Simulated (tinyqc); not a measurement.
Worked calculation: lattice vibrations of a chain. One step of it, computed by the program tinyqc.

Task: Frequencies. omega^2 are the eigenvalues; wavenumber = 521.4708 sqrt(eigenvalue) 1/cm.

D(q) (eV/(angstrom^2 u)):
```
,1,2,3,4
1,0.352941,-0.193261,0.000000,-0.100643+0.083259i
2,-0.193261,0.532581,-0.470495,0.000000
3,0.000000,-0.470495,0.920000,-0.172297
4,-0.100643-0.083259i,0.000000,-0.172297,0.217512
```

Give: eigenvalues; wavenumbers; weights |e|^2 of the mass-weighted modes.

Result:

eigenvalues: 0.006  0.276  0.470  1.271

wavenumbers (1/cm): 39.3  274.1  357.5  587.9

weights |e|^2 of the mass-weighted modes:
```
,mode 1,mode 2,mode 3,mode 4
atom 1,0.249,0.082,0.651,0.018
atom 2,0.260,0.310,0.126,0.304
atom 3,0.137,0.064,0.142,0.657
atom 4,0.354,0.544,0.081,0.021
```
